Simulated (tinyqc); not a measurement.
Inside a calculation. Method: Hubbard chain of 2 sites. One step of it, computed by the program tinyqc.

Question. Mean-field iteration 1. H(up) = T + U n(down), H(down) = T + U n(up); fill the lowest levels; n(new) = n + mixing (n(out) - n); E = tr T (rho up + rho down) + U sum n_up n_down of the output.

one-body matrix (hopping and site energies) (eV), order 1, 2:
$$\begin{pmatrix}
0.000000 & -1.980000 \\
-1.980000 & 0.000000
\end{pmatrix}$$

U = 6.000000 eV

electrons, up and down: [1, 1]

mixing = 0.200000

n(up) at the start (a guess, not normalised): 1 0.950000, 2 0.050000

n(down) at the start (a guess): 1 0.050000, 2 0.950000

Give: levels, up; levels, down; energy; n(up) after iteration 1; n(down) after iteration 1.

Answer.

levels, up (eV): [-0.3482, 6.3482]

levels, down (eV): [-0.3482, 6.3482]

energy = -1.2927 eV

n(up) after iteration 1: 1 0.9406, 2 0.0594

n(down) after iteration 1: 1 0.0594, 2 0.9406
